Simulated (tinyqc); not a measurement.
# Potential step from the flux

Question. On one interval J = (q mu Vt/hx) [nb B(d) - na B(-d)], B(d) = d/(exp(d) - 1), d = (psi_b - psi_a)/Vt. Find psi_b - psi_a, and the step at which J would vanish.

Inputs (values chosen for the exercise): temperature T = 350 K; electron mobility mu = 31200 cm^2/(V s); density at the left node na = 9.1e13 cm^-3; density at the right node nb = 5.2e15 cm^-3; node spacing hx = 28 nm.

Constants: q = 1.602176634e-19 C, kB = 1.380649e-23 J/K, Vt = kB T/q. Results are converted to the units shown.

J = -3189.6386 A/cm^2

Solution. B(d) falls and B(-d) rises with d, so J falls steadily with the step and one value matches. J = 0 needs nb/na = exp(d), the Boltzmann ratio.

psi_b - psi_a = 0.127 V
step for J = 0 = 0.122 V

Program tinyqc, `OMP_NUM_THREADS=1 python tinyqc.py 2220107 2220108 out.jsonl`; Intel Xeon 2.30GHz, shared host, one thread, about 0.01 s.
